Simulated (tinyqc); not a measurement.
# Disorder and hopping from G and Sigma

Problem. In a semi-elliptic band with self-consistent Born disorder, Sigma = D G and G = 1/(z - (t^2 + D) G), z = E + i eta. Find D and t.

Values chosen for this exercise: bare broadening eta = 0.03 eV; energy from the band centre E = 1.618 eV.

G = 0.41360450-0.57748159i 1/eV
Im Sigma = -0.53705788 eV

Solution. D = Im Sigma/Im G, and t^2 + D = (z - 1/G)/G.

D = 0.930 eV^2
t = 1.00 eV

Program tinyqc, `OMP_NUM_THREADS=1 python tinyqc.py 2720033 2720034 out.jsonl`; Intel Xeon 2.30GHz, shared host, one thread, about 0.01 s.
